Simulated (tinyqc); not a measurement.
# Ferroelectric with a first-order transition, Landau-Devonshire energy: depolarisation in a thin film

One domain with free energy u = al P^2 + be P^4 + ga P^6 - E P, al = a0 (T - T0), be < 0 < ga (P in uC/cm^2, E in kV/cm, u in mJ/cm^3). Equilibrium: E = 2 al P + 4 be P^3 + 6 ga P^5; a state is stable against small changes where dE/dP > 0. The coercive field is that of uniform switching, which real films, switching by domains, do not reach.

Imperfect screening, an effective length ls = 0.024 nm at each electrode, adds the energy ls P^2/(eps0 t), so al becomes al + ls/(eps0 t) and T0 falls by ls/(eps0 a0 t) (short-circuited film, background permittivity neglected). Ps^2 = [-be + sqrt(be^2 - 3 al ga)]/(3 ga); Pc^2 = [-3 be + sqrt(9 be^2 - 15 al ga)]/(15 ga), Ec = -E(Pc); susceptibility chi = 1/(eps0 dE/dP). TC = T0 + be^2/(4 a0 ga), where u(Ps) = u(0); T1 = T0 + be^2/(3 a0 ga), where the polar minimum disappears.

Parameters, values chosen for the exercise:
- a0 = 0.021 kV cm/(uC K) (slope of the quadratic coefficient)
- T0 = 700 K (Curie-Weiss temperature)
- be = -0.0014 kV cm^5/uC^3 (quartic coefficient)
- ga = 2.5e-6 kV cm^9/uC^5 (sixth-order coefficient)
- T = 650 K (temperature)

Constants: eps0 = 8.8541878128e-14 F/cm where lengths are in cm. Results are converted to the units shown.

Results:
```
t (nm),fall of T0 (K),Ps (uC/cm^2),depolarising field 2 ls Ps/(eps0 t) (kV/cm),u(Ps) (mJ/cm^3)
220,58.67,17.01,41.92,-3.964
340,37.96,21.18,33.77,-169.4
540,23.90,22.70,22.79,-312.1
850,15.19,23.46,14.96,-409.7
2100,6.146,24.16,6.237,-517.4
3300,3.911,24.32,3.995,-544.9
5200,2.482,24.42,2.546,-562.8
8300,1.555,24.49,1.599,-574.4
```

Estimate the missing row, t = 1300 nm.

Computed row:
```
t (nm),fall of T0 (K),Ps (uC/cm^2),depolarising field 2 ls Ps/(eps0 t) (kV/cm),u(Ps) (mJ/cm^3)
1300,9.929,23.88,9.957,-471.5
```

With this row back in the table: As the film thickens from 220 to 8300 nm, Ps rises from 17.0 to 24.5 uC/cm^2 (bulk 24.6) and the depolarising field falls from 41.9 to 1.60 kV/cm. The polar state is the lowest for t > 218 nm and exists at all for t > 207 nm.

Program tinyqc, `OMP_NUM_THREADS=1 python tinyqc.py 2860027 2860028 out.jsonl`; Intel Xeon 2.30GHz, shared host, one thread, about 0.01 s.
